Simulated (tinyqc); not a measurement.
Donor binding, ionisation and the Mott limit: two steps of the calculation.

Hydrogenic donor: Ry = (m0 q^3/(8 eps0^2 h^2)) me/eps_r^2 in eV, E0 = cc Ry, radius a = q/(8 pi eps0 eps_r E0), Mott density Nm = (0.26/a)^3. Below Nm the level sinks as Ed = E0 [1 - (N/Nm)^(1/3)]. Neutrality: Nc F12(eta) = N/(1 + 2 exp(eta + Ed/kB T)), F12(x) = (2/sqrt(pi)) int_0^infinity sqrt(u)/(1 + exp(u - x)) du.

Values chosen for this exercise; band and dielectric values close to those of gallium arsenide:

| symbol | value | unit | meaning |
|---|---|---|---|
| T | 300 | K | temperature |
| eps_r | 13.1 |  | relative permittivity |
| me | 0.0673 | m0 | mass in the hydrogenic formula, set independently of Nc |
| Nc | 4.43e17 | cm^-3 | conduction-band density of states at 300 K |
| cc | 1 |  | ratio of the true binding energy to the hydrogenic one |
| N | 1.9e14 | cm^-3 | donor density |

Constants: q = 1.602176634e-19 C, kB = 1.380649e-23 J/K, eps0 = 8.8541878128e-12 F/m, h = 6.62607015e-34 J s, m0 = 9.1093837015e-31 kg, Vt = kB T/q. Results are converted to the units shown.

Problem 1. Binding energy, radius and Mott density. The mean spacing of the donors is N^(-1/3).

Find: Ry; E0; a; Nm; spacing over a; Ed.

Solution 1.

Ry = 5.336 meV
E0 = 5.336 meV
a = 10.30 nm
Nm = 1.608e16 cm^-3
spacing over a = 16.89
Ed = 4.120 meV

Problem 2. Ionisation. Solve the neutrality equation for eta. Boltzmann form: with k = (Nc/2) exp(-Ed/kB T) the ionised share is [-k + sqrt(k^2 + 4 k N)]/(2 N).

Ed = 4.1204824 meV

Find: eta; ionised share; n; ionised share, Boltzmann form.

Solution 2.

eta = -7.7552
ionised share = 99.900 %
n = 1.8981e14 cm^-3
ionised share, Boltzmann form = 99.900 %

With the level held at E0 the share would be 99.9 %.

Range of the model: A sharp level with degeneracy 2 overstates freeze-out near Nm, where the impurity band broadens and merges with the conduction band.

Program tinyqc, `OMP_NUM_THREADS=1 python tinyqc.py 2330138 2330139 out.jsonl`; Intel Xeon 2.30GHz, shared host, one thread, about 0.01 s.
